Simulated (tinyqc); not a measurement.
Changing the surface concentration C_s: concentration-dependent dopant diffusion with charged defects and the built-in field. Computed by tinyqc, a small Python program. Command: `OMP_NUM_THREADS=1 python tinyqc.py 3005503 3005504 out.jsonl extrinsic sweep`. One thread of a shared host (Intel(R) Xeon(R) Processor @ 2.30GHz), about 0.6 s of CPU time with the checks.

A constant source C_s feeds a half space. The dopant moves through neutral point defects and through charged ones, whose number grows with the majority carrier density n.

Inputs (values chosen for the exercise, modelled on arsenic in silicon):
```
quantity                        value    unit
neutral prefactor D0x          0.0118  cm^2/s
neutral activation energy E0     3.44      eV
singly charged prefactor D01     33.5  cm^2/s
activation energy E1             4.14      eV
junction level C_B            3.8e+15  1/cm^3
temperature T                    1000       C
time t                           2700       s
```

Field enhancement: on.

Constants: k_B = 8.617333262e-05 eV/K.

Method:
- n_i = 3.87e16 T^1.5 exp(-7014/T) per cm^3 (T in kelvin, an empirical form); each D = prefactor x exp(-E/(k_B T)); the intrinsic diffusivity D_i is their sum.
- Temperatures in kelvin are T(C) + 273.15.
- n = C/2 + sqrt(C^2/4 + n_i^2); D(C) = h [Dx + D1 (n/n_i)], h = 1 + C/sqrt(C^2 + 4 n_i^2).
- With y = x/sqrt(D_s t), u = C/C_s and q = -(D/D_s) du/dy: du/dy = -q D_s/D, dq/dy = -(y/2) q D_s/D, u(0) = 1. The surface flux q(0) is shot so that u tends to 0 (LSODA, an adaptive multistep solver, relative tolerance 1e-10). Dose Q = 2 q(0) C_s sqrt(D_s t).
- The junction lies where C = C_B.

One run for each value; columns: (1) surface concentration C_s (1/cm^3); (2) enhancement D_s/D_i; (3) junction depth x_j (nm); (4) dose Q (1/cm^2); (5) junction in units of sqrt(D_s t):
```
(1)         (2)    (3)        (4)    (5)
5.00e+17   1.07   80.3  1.217e+12  3.681
1.50e+18   1.21   91.7  3.801e+12  3.950
4.60e+18   1.71  104.2  1.313e+13  3.767
1.40e+19   3.65  121.7  5.344e+13  3.012
4.30e+19  10.34  154.7  2.635e+14  2.276
1.30e+20  30.58  220.6  1.355e+15  1.887
4.00e+20  93.38  350.5  7.261e+15  1.716
```

What does the table show, and why?

Over the rows, enhancement D_s/D_i rises from 1.07 to 93.4 (exponent d ln y / d ln x 0.11 between the first rows and 0.99 between the last); junction depth x_j (nm) rises from 80.3 to 351 (exponent d ln y / d ln x 0.12 between the first rows and 0.41 between the last); dose Q (1/cm^2) rises from 1.22e12 to 7.26e15 (exponent d ln y / d ln x 1.0 between the first rows and 1.5 between the last). At the high end the exponent of enhancement D_s/D_i is 0.99, close to 1: singly charged defects follow n. At the low end the exponent of dose Q is 1.04, close to 1: the intrinsic, linear regime. At the high end the exponent of dose Q is 1.49, close to 1.5: D proportional to C: Q scales as C_s sqrt(C_s). In units of sqrt(D_s t), D_s = D(C_s), the junction is deepest, 3.95, at C_s = 1.5e18 among these rows and ends at 1.72: a larger C_s/C_B pushes it out along the tail, while the tail diffuses with D_i, ever further below D_s.

Caution (rows 4.30e19, 1.30e20, 4.00e20): at such concentrations dopants can cluster or exceed their solubility; the active fraction and the diffusivity then fall below the model.
